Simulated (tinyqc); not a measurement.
# Changing the capture cross section sigma

Model: admittance spectroscopy and thermally stimulated current of one trap level in a depletion layer. Computed by tinyqc, a small Python program. Command: `OMP_NUM_THREADS=1 python tinyqc.py 3110003 3110004 out.jsonl admit sweep`. One thread of a shared host (Intel(R) Xeon(R) Processor @ 2.30GHz), about 0.01 s of CPU time with the checks.

A Schottky junction on n-type material holds one donor-like electron trap; shallow donors are fully ionised and abrupt depletion edges are assumed.

Inputs (values chosen for the exercise, modelled on n-type beta-Ga2O3):

| quantity | value | unit |
|---|---|---|
| density-of-states mass m | 0.272 | m_0 |
| shallow doping N | 4.9e+16 | 1/cm^3 |
| trap depth E_t below the band | 0.496 | eV |
| test frequency f | 200 | Hz |
| heating rate beta | 0.72 | K/s |

Constants: k_B = 1.380649e-23 J/K; m_0 = 9.1093837015e-31 kg; h = 6.62607015e-34 J s; k_B = 8.617333262e-05 eV/K.

Method:
- N_c = 2 (2 pi m k_B T/h^2)^(3/2), v_th = sqrt(3 k_B T/m), emission rate e_n = sigma v_th N_c exp(-E_t/(k_B T)).
- Where the level crosses the Fermi level capture equals emission, so the trap follows the signal with the rate 2 e_n; G/omega peaks at omega = 2 e_n (the correction for large N_t/N is left out).
- Solve 2 e_n(T_p) = 2 pi f.
- Thermally stimulated current without retrapping: filled share n(T) = exp(-(1/beta) int e_n dT), current proportional to e_n n; the peak obeys beta (E_t/(k_B T^2) + 2/T) = e_n(T). The integral starts at 0.5 T_m and uses 4000 trapezoid steps to 1.2 T_m.
- Chen's first-order estimate from the full width W = T_2 - T_1 between the half-height points: E = 2.52 k_B T_m^2/W - 2 k_B T_m.

One run for each value:

| capture cross section sigma (cm^2) | peak temperature T_p (K) | peak temperature T_m (K) | E_t/(k_B T_m) |
|---|---|---|---|
| 1.00e-18 | 457.06 | 276.08 | 20.848 |
| 1.00e-17 | 394.24 | 252.45 | 22.800 |
| 1.00e-16 | 345.89 | 232.31 | 24.777 |
| 1.00e-15 | 307.65 | 214.97 | 26.775 |
| 1.00e-14 | 276.73 | 199.91 | 28.792 |
| 1.00e-13 | 251.25 | 186.72 | 30.826 |
| 1.00e-12 | 229.92 | 175.09 | 32.875 |

What does the table show?

Over the rows, peak temperature T_p (K) falls from 457 to 230 (exponent d ln y / d ln x -0.064 between the first rows and -0.039 between the last); peak temperature T_m (K) falls from 276 to 175 (exponent d ln y / d ln x -0.039 between the first rows and -0.028 between the last); E_t/(k_B T_m) rises from 20.8 to 32.9 (exponent d ln y / d ln x 0.039 between the first rows and 0.028 between the last).

Extremes, crossings and ranges named in words are read from the listed rows.
